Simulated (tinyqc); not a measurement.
## Trap density from swing and capacitance

Question. In an MOS structure at one bias the subthreshold swing is S = Vt ln 10 (1 + (Cd + q Dit)/Cox) and 1/C_HF = 1/Cox + 1/Cd, Cox = 3.9 eps0/EOT. Find Cd and Dit.

Parameters, values chosen for the exercise:
- T = 200 K (temperature)
- EOT = 7.1 nm (equivalent oxide thickness)

Constants: q = 1.602176634e-19 C, kB = 1.380649e-23 J/K, Vt = kB T/q, eps0 = 8.8541878128e-14 F/cm where lengths are in cm. Results are converted to the units shown.

S = 64.508240 mV/decade
C_HF = 184.87557 nF/cm^2

Answer. C_HF gives Cd, and the swing gives Cd + q Dit.

Cd = 298.2 nF/cm^2
Dit = 3.737e10 cm^-2 eV^-1

Computed by the program tinyqc: `OMP_NUM_THREADS=1 python tinyqc.py 2030038 2030039 out.jsonl`, one thread of a shared Intel Xeon 2.30GHz, about 0.01 s for the whole run.
